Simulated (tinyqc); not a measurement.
Millisecond and nanosecond annealing: surface heating, thermal budget and solid-phase regrowth: one step, computed by the program tinyqc.

A square pulse heats the surface of a thick wafer with constant thermal properties; losses by radiation are neglected and silicon melts at 1414 C.

Task: Temperature in depth and time. Absorbed flux q = (1 - R) fluence/t_p; kappa = k/c. With f(z, t) = (2 q/k) sqrt(kappa t) ierfc(z/(2 sqrt(kappa t))), ierfc(x) = exp(-x^2)/sqrt(pi) - x erfc(x): T = T0 + f(z, t) during the pulse and T0 + f(z, t) - f(z, t - t_p) after it.

Inputs (values chosen for the exercise, modelled on hot silicon with phosphorus):
```
quantity,value,unit
incident fluence,99.1,J/cm^2
pulse length t_p,0.016,s
reflectance R,0.36,-
thermal conductivity k,0.28,W/(cm K)
heat capacity per volume c,2.16,J/(cm^3 K)
preheat temperature T0,500,C
wafer thickness d,775,um
```

Source: flash lamp.

thermal length sqrt(kappa t_p) = 455.4200 um

Give: Temperature (C).

Result:

Temperature (C):
```
t/t_p,surface,z = 0.5 thermal lengths,z = 1,z = 2
0.10,730,538.2,502.5,500.0
0.25,864,628.7,532.4,500.6
0.50,1014,755.1,607.4,510.9
0.75,1130,859.5,684.4,533.9
1.00,1228,950.1,757.4,564.8
1.10,1033,945.4,782.9,578.5
1.50,877,850.5,783.4,626.4
2.00,801,788.3,752.7,650.1
4.00,695,691.5,681.4,646.1
10.00,618,617.3,615.0,606.2
```

One tenth of a pulse length after the end the surface has lost 195 C: cooling starts as sqrt(t - t_p), much faster than heating ends. Caution: heat reaches the back of the wafer, which is no longer thick.
